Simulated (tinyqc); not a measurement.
What each parameter does: polytypes by hexagonality, and a cubic inclusion as a quantum well.

Gap: E3 + (E2 - E3) h. Valence top Ev2 h and polarisation P2 h, both counted from 3C; Ec = Ev + gap.

A cubic inclusion of width L = N d in the host (h = 1) is a well of depth V = Ec(host) - Ec(3C). Square well with mass mismatch: k tan(k L/2) = (m_w/m_b) q, k = sqrt(m_w E/c), q = sqrt(m_b (V - E)/c), c = hbar^2/2m0, lowest root. The depth of the level, V - E, is its binding, and the transition to the valence top of the host is gap(host) - (V - E). The step in polarisation gives a field |F| = |P|/(eps eps0) in a thin inclusion, eps0 = 8.8541878e-12 F/m.

Constants: hbar^2/2m0 = 3.80998211 eV angstrom^2.

Values chosen for the exercise (of the order of those of InAs; not measured data): E3 = 0.418 eV (gap of the cubic polytype); E2 = 0.458 eV (gap of 2H); Ev2 = 0.037 eV (valence top of 2H above that of 3C); P2 = 0.002 C/m^2 (spontaneous polarisation of 2H); m = (0.025, 0.028) m0 (electron mass along c in the cubic layer and in the host); d = 3.501 angstrom (thickness of a double layer); eps = 15.4 (dielectric constant); N = 9 (double layers in the cubic inclusion).

Well depth, depth of the level, transition without the field and field.

Results for these values:
```
case  V (eV)  depth (eV)  transition (eV)  |F| (MV/cm)
base  0.0770      0.0091           0.4489        0.147
```

What happens to each result for m = (0.03, 0.028) m0, all else kept?

Answer: V does not change at the printed digits; depth rises from 0.0091 to 0.0092; transition falls from 0.4489 to 0.4488; |F| does not change at the printed digits.

The same for each parameter in turn:
```
case                  V (eV)  depth (eV)  transition (eV)  |F| (MV/cm)
base                  0.0770      0.0091           0.4489        0.147
N = 10                0.0770      0.0108           0.4472        0.147
Ev2 = 0.067 eV        0.1070      0.0165           0.4415        0.147
E3 = 0.398 eV         0.0970      0.0138           0.4442        0.147
E2 = 0.488 eV         0.1070      0.0165           0.4715        0.147
P2 = 0.0026 C/m^2     0.0770      0.0091           0.4489        0.191
eps = 16.4            0.0770      0.0091           0.4489        0.138
m = (0.03, 0.028) m0  0.0770      0.0092           0.4488        0.147
```

tinyqc: `OMP_NUM_THREADS=1 python tinyqc.py 1850241 1850242 out.jsonl`; about 0.07 s, one thread, shared Intel(R) Xeon(R) Processor @ 2.30GHz.
